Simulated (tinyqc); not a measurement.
Inside a calculation. Model: time-domain thermoreflectance: layered heat flow under a modulated pulse train, and what the signal ratio measures. Computed by tinyqc, a small Python program that keeps every step. Command: `OMP_NUM_THREADS=1 python tinyqc.py 3111909 3111910 out.jsonl tdtr walk`. One thread of a shared host (Intel(R) Xeon(R) Processor @ 2.30GHz), about 0.2 s of CPU time with the checks. Intermediate numbers are printed to about 6 digits and carried at full precision; extremes and crossings named in words are read from the listed rows.

Pulses repeat at 80 MHz; heat is laid down at the surface, all layers are isotropic, and the film is in perfect contact with the substrate.

Inputs (values chosen for the exercise, modelled on aluminium on sapphire):

| quantity | value | unit |
|---|---|---|
| metal thickness d | 63 | nm |
| metal conductivity | 170 | W/(m K) |
| metal heat capacity | 2.42 | MJ/(m^3 K) |
| boundary conductance G under the metal | 200 | MW/(m^2 K) |
| film thickness | 68 | nm |
| film conductivity | 9.5 | W/(m K) |
| film heat capacity | 2.4 | MJ/(m^3 K) |
| substrate conductivity kappa | 34.4 | W/(m K) |
| substrate heat capacity C | 3.05 | MJ/(m^3 K) |
| modulation frequency f | 10 | MHz |
| spot radius w (1/e^2, pump and probe) | 3.5 | micrometre |
| delay t | 190 | ps |

Stack: metal, film, substrate.

## Length and time scales

Penetration depth sqrt(kappa/(pi f C)); effusivity sqrt(kappa C); cooling time of the metal d C_m/G; Kapitza length kappa/G.

penetration depth = 0.599176 micrometre

effusivity = 10243.0 W s^(1/2)/(m^2 K)

cooling time of the metal = 762.3 ps

Kapitza length = 172 nm

depth over spot radius = 0.171193

## Impedance at k = 0 and the modulation frequency

For radial wave number k and angular frequency W each layer has u = sqrt(4 pi^2 k^2 + i W C/kappa) and gamma = kappa u. Surface impedance from below: Z = 1/gamma for the substrate; a layer of thickness L maps Z to (Z + tanh(u L)/gamma)/(1 + gamma Z tanh(u L)); a boundary adds 1/G. Take k = 0 and W = 2 pi f.

Z of the substrate = 8.70895-8.70895i m^2 K/GW

Z at the surface = 15.7709-11.0942i m^2 K/GW

## Response at the modulation frequency

Response per absorbed watt H(W) = 2 pi int_0^(2/w) Z(k, W) exp(-pi^2 k^2 w^2) k dk by 20 Gauss-Legendre points.

H(2 pi f) = 0.402907-0.257817i K/mW

phase of H(2 pi f) = -32.6148 degrees

## Signal at one delay

Signal: X + iY = sum_(m = -M..M) H(2 pi (f + m f_r)) exp(i 2 pi m f_r t) exp(-pi (m/M)^2 x 4), f_r = 80 MHz, M = 4000, with H(-W) the complex conjugate of H(W); V_in = X, V_out = Y, ratio = -V_in/V_out.

V_in = 1.83670 K/mW

V_out = -0.228274 K/mW

ratio -V_in/V_out = 8.04604

## Ratio and sensitivities against delay

Sensitivity S = ln(ratio'/ratio)/ln(1.01) for a rise of one input by 1 %.

Ratio and sensitivities:

| t (ps) | ratio | S to kappa | S to G | S to d | S to C | S to w | S to film conductivity |
|---|---|---|---|---|---|---|---|
| 100 | 9.00737 | 0.419833 | -0.005934 | -0.872463 | 0.393076 | -0.226415 | 0.115433 |
| 200 | 7.95410 | 0.401710 | -0.046784 | -0.765502 | 0.375478 | -0.213350 | 0.094064 |
| 400 | 6.51347 | 0.375420 | -0.089801 | -0.610723 | 0.349780 | -0.193520 | 0.055311 |
| 800 | 4.83640 | 0.341809 | -0.123113 | -0.418102 | 0.316347 | -0.167483 | -0.009306 |
| 1500 | 3.32994 | 0.304162 | -0.142959 | -0.228062 | 0.277408 | -0.141894 | -0.091628 |
| 2500 | 2.25516 | 0.266253 | -0.153240 | -0.074901 | 0.235819 | -0.124032 | -0.162981 |
| 4000 | 1.44819 | 0.225098 | -0.154969 | 0.052065 | 0.186578 | -0.115493 | -0.216498 |

The largest sensitivity in size at 100 ps is to d (-0.87). kappa and C enter almost alike, through the effusivity. At 400 ps an error of 3 % in d passes on as 5 % in kappa.

Checks made by the program: steady rise of a bare substrate, 1/(2 sqrt(pi) w kappa), from the same quadrature (relative difference below 1e-10).
